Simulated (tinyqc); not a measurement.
Thin-film transistor with exponential tail and deep states, accumulation layer: one step of the calculation.

An undoped film in accumulation, thicker than the space-charge layer. With band bending psi the Fermi level lies E0 - psi below the band edge. Free electrons n = n0 exp(psi/Vt) carry the current; electrons in two exponential distributions of traps, a = a0 exp(psi/Va) and d = d0 exp(psi/Vp), do not. Linear regime, ohmic contacts, traps in equilibrium.

Problem. Surface potential by Newton steps. Va = kB Tt/q, Vp = kB Td/q. G(psi) = sum over the three kinds of c0 [V (exp(psi/V) - 1) - psi], field F = sqrt(2 q G/(eps0 eps_r)); Vg = psi + eps0 eps_r F/Ci at the surface. f = psi + eps0 eps_r F/Ci - Vg, f' = 1 + q rho/(Ci F) with rho = sum c0 (exp(psi/V) - 1); psi(new) = psi - f/f'.

Inputs (values chosen for the exercise); values close to those of amorphous indium gallium zinc oxide:
```
symbol,value,unit,meaning
T,250,K,temperature
eps_r,10,,relative permittivity of the semiconductor
Tt,370,K,characteristic temperature of the tail
Td,2100,K,characteristic temperature of the deep states
Ci,17,nF/cm^2,gate capacitance
Vg,11,V,gate voltage above flat band
```

Constants: q = 1.602176634e-19 C, kB = 1.380649e-23 J/K, Vt = kB T/q, eps0 = 8.8541878128e-14 F/cm where lengths are in cm. Results are converted to the units shown.

psi after iteration 1 = 0.44372344 V
n0 = 1.2230843e10 cm^-3
a0 = 1.2472446e13 cm^-3
d0 = 5.5162705e15 cm^-3

Wanted: F; f; f'; psi after iteration 2.

Solution.

F = 496.2 kV/cm
f = 15.29 V
f' = 468.9
psi after iteration 2 = 0.4111 V

tinyqc, about 0.02 s, one thread, Intel Xeon 2.30GHz (shared host): `OMP_NUM_THREADS=1 python tinyqc.py 2610121 2610122 out.jsonl`
